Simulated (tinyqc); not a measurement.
From one set of inputs to another, one input at a time: mobility of a non-polar semiconductor in the relaxation-time approximation. Computed by tinyqc, a small Python program. Command: `OMP_NUM_THREADS=1 python tinyqc.py 3016170 3016171 out.jsonl rta ladder`. One thread of a shared host (Intel(R) Xeon(R) Processor @ 2.30GHz), about 0.02 s of CPU time with the checks.

Each valley is treated as a sphere of mass m_d for states and rates, with one isotropic relaxation time; the conductivity mass m_c sets the current.

The inputs printed are set A. Inputs not listed in the table keep their values of set A, so the rows need not describe a real material.

Inputs (values chosen for the exercise, for a model non-polar semiconductor):

| quantity | value | unit |
|---|---|---|
| longitudinal mass m_l | 0.4 | m_0 |
| transverse mass m_t | 0.076 | m_0 |
| equivalent valleys Z | 4 | - |
| static permittivity eps_s | 17.4 | - |
| density rho | 5350 | kg/m^3 |
| sound velocity v_l | 11000 | m/s |
| acoustic deformation potential D_A | 4 | eV |
| phonon energy hbar w | 43.4 | meV |
| optical or intervalley deformation potential D_o | 3.3 | 1e8 eV/cm |
| final valleys Z_f | 3 | - |
| carrier density n | 2.2e+18 | 1/cm^3 |
| compensation ratio C | 0 | - |
| temperature T | 150 | K |

Band: parabolic. Impurity formula: Brooks-Herring. Further scattering: none.

Constants: k_B = 8.617333262e-05 eV/K; m_0 = 9.1093837015e-31 kg; e = 1.602176634e-19 C; hbar = 1.054571817e-34 J s; eps_0 = 8.8541878128e-12 F/m; k_B = 1.380649e-23 J/K; hbar = 6.582119569e-16 eV s.

Method:
- m_d = (m_l m_t^2)^(1/3); 1/m_c = (1/m_l + 2/m_t)/3; Hall mass factor A = 3 K_m (K_m + 2)/(2 K_m + 1)^2, K_m = m_l/m_t; N_I = n (1 + C)/(1 - C).
- Parabolic band: E = hbar^2 k^2/(2 m), speed v = hbar k/m, states per spin, volume and energy g(E) = m k/(2 pi^2 hbar^2). Here m = m_d. Masses are multiplied by m_0 and all formulas are in SI units.
- The reduced Fermi level eta = E_F/(k_B T) solves n = 2 Z int g f dE with f = 1/(1 + exp(x - eta)) (Z = 1 unless valleys are given); screening length L_s = sqrt(eps_s eps_0 k_B T/(e^2 dn/deta)), dn/deta = 2 Z int g f (1 - f) dE.
- Integrals over x = E/(k_B T) use 160 Gauss-Legendre points in u = sqrt(x) from 0 to sqrt(max(eta, 0) + 32).
- Phonon occupation N_q = 1/(exp(hbar w/(k_B T)) - 1).
- Acoustic deformation potential (elastic, equipartition, absorption and emission together): 1/tau = 2 pi k_B T D_A^2 g(E)/(hbar rho v_l^2).
- Optical or intervalley deformation potential: 1/tau = (pi Z_f D_o^2/(rho w)) [N_q g(E + hbar w) + (N_q + 1) g(E - hbar w)], with g = 0 below the band edge.
- Each optical term is multiplied by (1 - f(E'))/(1 - f(E)), E' the final energy, for Pauli blocking.
- Singly charged impurities, momentum relaxation: 1/tau = N_I e^4 m (1 + 2 alpha E) Phi/(8 pi (eps_s eps_0)^2 hbar^3 k^3), with alpha = 0 for a parabolic band.
- Brooks-Herring: Phi = ln(1 + b) - b/(1 + b), b = 4 k^2 L_s^2.
- mu = (m_d/m_c) (2 Z e/(3 n k_B T)) int g v^2 tau f (1 - f) dE.
- Averages over x are split at the emission threshold x_0 = hbar w/(k_B T): 64 Gauss-Legendre points in sqrt(x) below it and 128 in sqrt(x - x_0) above it, up to x = max(eta, 0) + 32.
- Rates are added at each energy before the average. With <y> = int g v^2 y f (1 - f) dE: Hall factor r_H = A (3 n k_B T/(2 Z m_d)) <tau^2/(1 + 2 alpha E)>/<tau>^2 (alpha = 0 for a parabolic band); Hall mobility r_H mu; |S| = (k_B/e) (<x tau>/<tau> - eta); resistivity 1/(n e mu).

Each row keeps all changes above it:

| input moved | from | to | drift mobility mu (cm^2/(V s)) | Hall factor r_H | resistivity (ohm cm) |
|---|---|---|---|---|---|
| set A | - | - | 3870.7 | 0.9757 | 0.0007330 |
| temperature T (K) | 150 | 300 | 4360.0 | 1.0588 | 0.0006507 |
| carrier density n (1/cm^3) | 2.2e+18 | 1.3e+18 | 5541.6 | 1.0775 | 0.0008664 |
| phonon energy hbar w (meV) | 43.4 | 142 | 6288.3 | 1.1839 | 0.0007635 |
| longitudinal mass m_l (m_0) | 0.4 | 1.5 | 5915.8 | 1.0805 | 0.0008116 |
| transverse mass m_t (m_0) | 0.076 | 0.283 | 1637.7 | 1.1083 | 0.0029316 |
| acoustic deformation potential D_A (eV) | 4 | 9.3 | 1003.6 | 0.9568 | 0.0047841 |
| optical or intervalley deformation potential D_o (1e8 eV/cm) | 3.3 | 7.4 | 986.1 | 0.9564 | 0.0048686 |

Drift mobility mu goes from 3870 to 986, a factor 0.255 in all. The largest single move comes from transverse mass m_t (a factor 0.277), and carrier density n works against it (a factor 1.27). Hall factor r_H goes from 0.976 to 0.956, a factor 0.9802 in all. The largest single move comes from acoustic deformation potential D_A (a factor 0.863), and phonon energy hbar w works against it (a factor 1.10). Resistivity goes from 7.33e-4 to 0.00487, a factor 6.64 in all. The largest single move comes from transverse mass m_t (a factor 3.61). The single moves hold for this order of the switches; the total does not depend on the order.

Extremes, crossings and ranges named in words are read from the listed rows.
